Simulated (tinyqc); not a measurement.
Two-dimensional dopant profile at a mask edge: lateral junction, overlap and effective channel length: one step, computed by the program tinyqc. Command: `OMP_NUM_THREADS=1 python tinyqc.py 3011906 3011907 out.jsonl lateral walk`. One thread of a shared host (Intel(R) Xeon(R) Processor @ 2.30GHz), about 0.02 s of CPU time with the checks.

Ions enter for y < 0; the mask (spacer, then gate) covers y > 0. x is the depth. The surface reflects dopant during the anneal.

Task: Junction contour. Widths s_x^2 = (vertical straggle)^2 + 2 D t, s_y^2 = (lateral straggle)^2 + 2 D t. C(x, y) = V(x) (1/2) erfc(y/(sqrt2 s_y)), V(x) = Q/(sqrt(2 pi) s_x) [exp(-(x - R_p)^2/(2 s_x^2)) + exp(-(x + R_p)^2/(2 s_x^2))]; 1 nm = 1e-7 cm. The lateral junction at depth x solves C = C_B: y_j(x) = sqrt2 s_y erfc^-1(2 C_B/V(x)). Depths are 0, 0.15, 0.3, 0.45, 0.6, 0.75, 0.9 and 0.97 of x_j.

Inputs (values chosen for the exercise, modelled on a source-drain extension in silicon): dose Q = 3.8e+14 1/cm^2; projected range R_p = 4.9 nm; channel doping C_B = 5.1e+17 1/cm^3.

vertical junction x_j = 21.73445 nm

s_x = 4.686150 nm

s_y = 4.516636 nm

Give: Contour.

Result:

Contour:
```
x/x_j  x (nm)  V (1/cm^3)  y_j (nm)
0.00    0.000  3.7453e+20    13.538
0.15    3.260  3.7532e+20    13.541
0.30    6.520  3.2133e+20    13.326
0.45    9.781  1.9047e+20    12.578
0.60   13.041  7.1757e+19    11.074
0.75   16.301  1.6784e+19     8.469
0.90   19.561  2.4238e+18     3.636
0.97   21.082  8.3264e+17    -1.291
```

The contour reaches furthest, 13.54 nm, at x/x_j = 0.15 among these rows, below the surface, where punch-through would start. It crosses the mask edge where V = 2 C_B.
